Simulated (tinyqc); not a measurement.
## Density and mobility of a removed layer (differential Hall)

Inverse problem. For layers in parallel the sheet conductance g = 1/Rs and the product g mu_H (mu_H signed, unit Hall factors) are additive. Find the sheet density and mobility of the layer that was removed, and its share of the conductance.

Constants: q = 1.602176634e-19 C. Results are converted to the units shown.

Rs before and after removing the top layer (ohm/square): 56.199433  135.09760
apparent mobility before and after, signed (cm^2/(V s)): 98.535386  140

Answer. The differences give g1 = q n mu and g1 mu = q n mu^2; their ratio is mu and g1^2/(q g1 mu) is n.

sheet density = 9.40e14 cm^-2
mobility = 69.0 cm^2/(V s)
share of the conductance = 58.4 %

Computed by the program tinyqc: `OMP_NUM_THREADS=1 python tinyqc.py 2850105 2850106 out.jsonl`, one thread of a shared Intel Xeon 2.30GHz, about 0.04 s for the whole run.
